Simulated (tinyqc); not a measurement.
# Square on-chip spiral inductor, lumped pi model: two studies

Outer diameter do = di + 2 n wd + 2 (n - 1) sp, mean da = (do + di)/2, fill p = (do - di)/(do + di), length l = 4 n da. L = 2.34 mu0 n^2 da/(1 + 2.75 p), mu0 = 4 pi 1e-7 H/m. Rs = rho l/(wd delta (1 - exp(-th/delta))), delta = sqrt(rho/(pi f mu0)). Cs = n wd^2 eps0 eo/hu across the coil. At each end Cox = l wd eps0 eo/(2 ho) leads to the substrate branch Rsi = 2 rs he/(l wd) in parallel with Csi = l wd eps0 11.7/(2 he). With one end grounded Y = 1/(Rs + i w L) + i w Cs + 1/[1/(i w Cox) + 1/(1/Rsi + i w Csi)], w = 2 pi f; Q = -Im Y/Re Y. Eddy currents in neighbouring turns and in the substrate are left out.

Values chosen for this exercise; values of the order met in silicon radio-frequency processes: number of turns n = 6.5; line width wd = 10 um; space between turns sp = 2 um; inner diameter di = 100 um; metal thickness th = 2 um; metal resistivity rho = 2.2 uohm cm; oxide below the coil ho = 9.5 um; oxide between coil and underpass hu = 0.6 um; relative permittivity of the oxide eo = 4.1; substrate resistivity rs = 1 ohm cm; effective spreading depth in the substrate he = 80 um; frequency f = 2.9 GHz.

Constants: eps0 = 8.8541878128e-12 F/m. Results are converted to the units shown.

Each table varies one quantity; the others keep the values above.

## Quality factor against frequency

Apparent inductance Im(1/Y)/w; share of the loss Re(substrate branch)/Re Y.

Results:

| f (GHz) | Rs (ohm) | w L/Rs | Q | apparent inductance (nH) | loss in the substrate (%) |
|---|---|---|---|---|---|
| 0.075 | 5.640 | 0.8352 | 0.8346 | 9.995 | 5.683e-5 |
| 0.12 | 5.808 | 1.298 | 1.296 | 9.999 | 2.368e-4 |
| 0.2 | 6.047 | 2.077 | 2.072 | 10.01 | 0.001356 |
| 0.33 | 6.357 | 3.260 | 3.240 | 10.05 | 0.008493 |
| 0.53 | 6.745 | 4.935 | 4.861 | 10.13 | 0.05066 |
| 0.87 | 7.282 | 7.504 | 7.191 | 10.38 | 0.3320 |
| 2.3 | 8.942 | 16.16 | 10.50 | 13.53 | 11.53 |
| 3.8 | 10.29 | 23.20 | 3.535 | 33.13 | 45.57 |

Estimate the missing row, f = 1.4 GHz.

Computed row:

| f (GHz) | Rs (ohm) | w L/Rs | Q | apparent inductance (nH) | loss in the substrate (%) |
|---|---|---|---|---|---|
| 1.4 | 7.971 | 11.03 | 9.744 | 11.07 | 1.980 |

With this row back in the table: Q goes from 0.835 through a maximum of 10.5 (at f = 2.3 GHz among the rows listed) to 3.53; the exact peak is 10.8 at 1.99 GHz and Q reaches zero at the self-resonance, 4.48 GHz. The share of the substrate rises from 5.68e-5 to 45.6 %, and the apparent inductance ends at 3.31 times L. At the peak the substrate takes 7.07 % of the loss.

## Effect of the substrate resistivity

Same model as above.

Peak Q and its frequency from a search over f; self-resonance where Im Y = 0; Q at the given f (negative beyond resonance).

The same in every row: L (nH) = 9.996; do (um) = 252.0.

Result of one run:

| rs (ohm cm) | peak Q | f of the peak (GHz) | self-resonance (GHz) | Q at f |
|---|---|---|---|---|
| 1000 | 14.49 | 3.112 | 6.418 | 14.43 |

What becomes of these results when the substrate resistivity rs is changed from 1000 to 30 ohm cm, all else the same?

Result of the changed run:

| rs (ohm cm) | peak Q | f of the peak (GHz) | self-resonance (GHz) | Q at f |
|---|---|---|---|---|
| 30 | 8.019 | 1.480 | 6.284 | 5.702 |

The whole series:

| rs (ohm cm) | peak Q | f of the peak (GHz) | self-resonance (GHz) | Q at f |
|---|---|---|---|---|
| 0.1 | 11.71 | 2.275 | 4.468 | 10.74 |
| 1 | 10.79 | 1.991 | 4.483 | 8.480 |
| 3 | 9.778 | 1.723 | 4.603 | 5.974 |
| 10 | 8.493 | 1.441 | 5.518 | 4.195 |
| 30 | 8.019 | 1.480 | 6.284 | 5.702 |
| 100 | 10.28 | 2.250 | 6.406 | 9.794 |
| 1000 | 14.49 | 3.112 | 6.418 | 14.43 |
| 10000 | 15.35 | 3.267 | 6.418 | 15.15 |

As rs goes from 0.1 to 10000, L stays at 10.0 nH, the peak Q goes from 11.7 through a minimum of 8.02 (at rs = 30 among the rows listed) to 15.3, its frequency goes from 2.28 through a minimum of 1.44 (at rs = 10 among the rows listed) to 3.27 GHz and the self-resonance rises from 4.47 to 6.42 GHz. In this model both a very low and a very high resistivity dissipate little: the first shorts the branch to a pure Cox, the second blocks the current. For rs = 0.1, 1 eddy currents in the substrate, left out, would lower Q markedly.

Numbers from tinyqc (`OMP_NUM_THREADS=1 python tinyqc.py 2302199 2302200 out.jsonl`; about 0.01 s on one thread of a shared Intel Xeon 2.30GHz).
